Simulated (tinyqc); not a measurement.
Worked calculation: quasiparticle equation with a plasmon-pole self-energy for two band edges. Values are carried at full precision from step to step, so a last printed digit may differ when a step is redone from the rounded ones.

For each edge E = e + X + Sc(E), with the correlation part Sc(E) = A[0]/(E - a + w) + A[1]/(E - b - w); a and b are the valence and conduction energies that enter the Green function (a = ev, b = ec in the one-shot scheme). Z = 1/(1 - dSc/dE), dSc/dE = -A[0]/(E - a + w)^2 - A[1]/(E - b - w)^2.

Values chosen for the exercise (scales of the order of those of AlN; not measured data): ev = 0 eV (mean-field valence top); ec = 4.27 eV (mean-field conduction edge); w = 19.8 eV (pole energy); Av = (70.6, 34.3) eV^2 (weights of the valence state on the hole and electron poles); Ac = (26.5, 59.8) eV^2 (the same for the conduction state); Xv = -3.19 eV (exchange minus the mean-field potential, valence); Xc = 3.16 eV (the same, conduction).

## Linearised one-shot correction

Evaluate Sc and its slope at the mean-field energy; E = e + Z (X + Sc).

Terms:
```
edge        Sc (eV)   dSc/dE       Z  X + Sc (eV)   E (eV)
valence      2.1406  -0.2393  0.8069      -1.0494  -0.8467
conduction  -1.9192  -0.1983  0.8345       1.2408   5.3054
```

gap = 6.1522 eV
gap with Z = 1 = 6.5601 eV

The gap opens by 1.882 eV, 45 % of it by lowering the valence top. Setting Z = 1 would overshoot by 0.408 eV. X and Sc have opposite signs and are each larger than the sum they leave, so both must be converged well.

## Solving the equation for the conduction edge

Newton steps on f(E) = E - ec - Xc - Sc(E) from E = ec; the first step is the linearised result.

Iterates:
```
step   E (eV)   Sc (eV)     f (eV)
0     4.27000  -1.91925  -1.240754
1     5.30545  -2.13131   0.006762
2     5.29987  -2.13013   0.000000
3     5.29987  -2.13013   0.000000
```

The linearisation errs by +5.6 meV, as the shift is only 0.052 of the pole energy.

## All solutions for the valence state

Multiplying out gives a cubic; give its three roots and their weights Z.

roots (eV): -23.419  -0.843  25.342

weights: 0.1561  0.7989  0.0450

The weights add up to 1. The satellite below lies 22.58 eV from the main peak, 14 % more than w: this scheme places plasmon satellites too far out, and gives one where a cumulant form gives a series.

## Updating the energies in the Green function

Solve both equations exactly, put the results in place of a and b, and repeat five times; w is kept.

Cycles (eV):
```
cycle       Ev      Ec     gap
1      -0.8427  5.2999  6.1425
2      -0.9270  5.4101  6.3370
3      -0.9348  5.4215  6.3563
4      -0.9355  5.4227  6.3582
5      -0.9356  5.4228  6.3584
```

The update moves the gap by +216 meV from the one-shot value; each cycle shrinks the change to about 0.10 of the one before.

## Checks

- Sum of the weights of the three roots: both 1.000000.
- Newton result against the root by bisection (eV): both 5.29987.

Computed by tinyqc, a small Python program: `OMP_NUM_THREADS=1 python tinyqc.py 1880254 1880255 out.jsonl` (the numbers bound the seed that draws the inputs); one thread of a shared host (Intel(R) Xeon(R) Processor @ 2.30GHz), about 0.02 s for the whole set of steps.
